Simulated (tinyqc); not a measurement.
Microkinetic model of low-temperature epitaxy from hydride gases: adsorption, hydrogen desorption and rate control: one step, computed by the program tinyqc.

Each hydride molecule needs two free sites and leaves four hydrogen atoms, of which two leave at once as H2; theta is the hydrogen coverage, the site density is 6.78 per nm^2 and one layer is 1.358 angstrom thick.

Question. Coverage and growth rate. With k the hydride and k_H the hydrogen adsorption rate on free pairs and k_d the desorption rate, steady state: 2 (k + k_H)(1 - theta)^2 = k_d theta^2; growth rate R = k (1 - theta)^2 layers/s; 1 layer/s = 8.148 nm/min. With c = 2 (k + k_H)/k_d the free share is 1 - theta = 1/(1 + sqrt(c)).

Inputs (values chosen for the exercise, close to those used for silane and germane, with second-order desorption as on Si(111) but the site density of Si(001)): temperature T = 560 C.

Film: silicon-germanium. Order of hydrogen desorption: second.

k = 19.91843 1/s

k_H = 0 1/s

k_d = 1.267527 1/s

Give: c; hydrogen coverage theta; growth rate R in layers; growth rate G.

Answer.

c = 31.43

hydrogen coverage theta = 0.8486

growth rate R in layers = 0.4564 layers/s

growth rate G = 3.719 nm/min

Hydrogen covers most sites: its desorption limits growth.
